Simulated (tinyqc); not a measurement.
Space-charge-limited current through a thin insulating or semi-insulating film with traps: one step, computed by the program tinyqc. Command: `OMP_NUM_THREADS=1 python tinyqc.py 3005609 3005610 out.jsonl sclc walk`. One thread of a shared host (Intel(R) Xeon(R) Processor @ 2.30GHz), about 0.01 s of CPU time with the checks.

One ohmic injecting contact at x = 0 (field zero), drift only, non-degenerate free carriers.

Problem. One point of the curve. Free density n_0 = N_c exp(-E_0/k_B T) in equilibrium; trapped density n_t(n) = N_t (n/N_c)^(T/T_c) (the low-temperature form). J = e mu n F and (eps eps_0/e) dF/dx = n - n_0 + n_t(n) - n_t(n_0) = rho(n). With F = J/(e mu n): d = (eps eps_0 J/(e^2 mu)) I_1 and V = (eps eps_0 J^2/(e^3 mu^2)) I_2, I_k = int_(n_L)^infinity dn/(n^(k+1) rho(n)), n_L the density at the anode; with u = n_L/n, 200 Gauss-Legendre points in t, u = 1 - (1 - t)^2. Anode field J/(e mu n_L); Mott-Gurney current (9/8) eps eps_0 mu V^2/d^3; ohmic current e n_0 mu V/d.

Inputs (values chosen for the exercise, modelled on HfO2):
```
quantity                                            value        unit
permittivity eps                                       22           -
band mobility mu                                    0.065  cm^2/(V s)
effective density of states N_c                   9.8e+19      1/cm^3
trap density N_t                                  1.4e+17      1/cm^3
equilibrium Fermi level below the band edge, E_0     0.59          eV
thickness d                                           210          nm
free density at the anode, in units of N_c        0.00053           -
temperature T                                         300           K
characteristic temperature T_c                       1600           K
```

Traps: exponential tail.

Constants: k_B = 8.617333262e-05 eV/K; eps_0 = 8.8541878128e-12 F/m; e = 1.602176634e-19 C.

Give: I_1; I_2; current density J; voltage V; anode field over mean field V/d; trap-free Mott-Gurney current; ohmic current.

Solution.

I_1 = 1.298e-34 cm^6

I_2 = 1.608e-51 cm^9

current density J = 138.6 A/cm^2

voltage V = 3.462 V

anode field over mean field V/d = 1.554

trap-free Mott-Gurney current = 184.4 A/cm^2

ohmic current = 2.063e-05 A/cm^2
